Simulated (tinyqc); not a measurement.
Inside a calculation. Method: plane-wave Kohn-Sham cycle with exchange-only LDA in a layered model solid. One step of it, computed by the program tinyqc.

Task: Iteration 1: levels at that k. Diagonalise the Hermitian matrix.

H (hartree):
```
           -3         -2         -1         +0         +1         +2         +3
-3   0.580549  -0.260000   0.000000   0.000000   0.000000   0.000000   0.000000
-2  -0.260000   0.158933  -0.260000   0.000000   0.000000   0.000000   0.000000
-1   0.000000  -0.260000  -0.094036  -0.260000   0.000000   0.000000   0.000000
+0   0.000000   0.000000  -0.260000  -0.178359  -0.260000   0.000000   0.000000
+1   0.000000   0.000000   0.000000  -0.260000  -0.094036  -0.260000   0.000000
+2   0.000000   0.000000   0.000000   0.000000  -0.260000   0.158933  -0.260000
+3   0.000000   0.000000   0.000000   0.000000   0.000000  -0.260000   0.580549
```

Give: eigenvalues.

Result:

eigenvalues (hartree): -0.5556  -0.2810  -0.0308  0.2050  0.3279  0.7215  0.7257
